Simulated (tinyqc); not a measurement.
Frequency dispersion of an accumulation capacitance by border traps, distributed model: two steps of the calculation.

Traps spread evenly through the insulator exchange electrons with the semiconductor by tunnelling, with tau(x) = t0 exp(2 ka x) at depth x from the interface. The admittance per area Y seen at depth x obeys dY/dx = -Y^2/(i w eps0 eox) + q Nb ln(1 + i w tau)/tau, with Y(0) = i w Cs and w = 2 pi f; the gate sees Y(tox) = G + i w C. Working variable y = Y/(i w), in uF/cm^2. Cox = eps0 eox/tox.

Parameters, values chosen for the exercise; permittivity close to that of hafnium oxide: relative permittivity of the insulator eox = 19.9; insulator thickness tox = 6.3 nm; semiconductor capacitance in accumulation Cs = 0.92 uF/cm^2; density of border traps Nb = 1.1e19 cm^-3 eV^-1; decay constant of the wave function in the insulator ka = 3.1 1/nm; time constant of a trap at the interface t0 = 2e-11 s; frequency f = 100 Hz; depth down to which the steps are taken xe = 3.7 nm.

Constants: q = 1.602176634e-19 C, eps0 = 8.8541878128e-14 F/cm where lengths are in cm. Results are converted to the units shown.

Task 1. Midpoint steps through the active depth. In terms of y: dy/dx = -y^2/(eps0 eox) + s(x), s = q Nb ln(1 + z)/z, z = i w tau. 8 midpoint steps of h = xe/8: y_half = y + (h/2) y'(x, y), y(new) = y + h y'(x + h/2, y_half).

Find: x; s; y.

Result 1.

```
point  x (nm)  s (uF/(cm^2 nm))   y (uF/cm^2)
0           0    0.1762+0.0000i  0.920+0.000i
1      0.4625    0.1762+0.0000i  0.978+0.000i
2      0.9250    0.1762+0.0000i  1.033+0.000i
3       1.387    0.1762+0.0000i  1.085+0.000i
4       1.850    0.1762-0.0001i  1.134+0.000i
5       2.312    0.1762-0.0019i  1.180+0.000i
6       2.775    0.1687-0.0307i  1.224-0.004i
7       3.237    0.0382-0.0509i  1.235-0.035i
8       3.700    0.0024-0.0073i  1.201-0.042i
```

Task 2. Capacitance and conductance at the gate. Beyond xe the traps are ignored, so 1/y(tox) = 1/y(xe) + (tox - xe)/(eps0 eox); C = Re y, G/w = -Im y, loss tangent G/(w C).

y at xe = 1.2005872-0.0421906i uF/cm^2

Give: y at the gate; C; G/w; loss tangent.

Result 2.

y at the gate = 1.0201-0.0304i uF/cm^2
C = 1.0201 uF/cm^2
G/w = 0.030446 uF/cm^2
loss tangent = 0.029847

Computed by the program tinyqc: `OMP_NUM_THREADS=1 python tinyqc.py 2202020 2202021 out.jsonl`, one thread of a shared Intel Xeon 2.30GHz, about 0.4 s for the whole run.
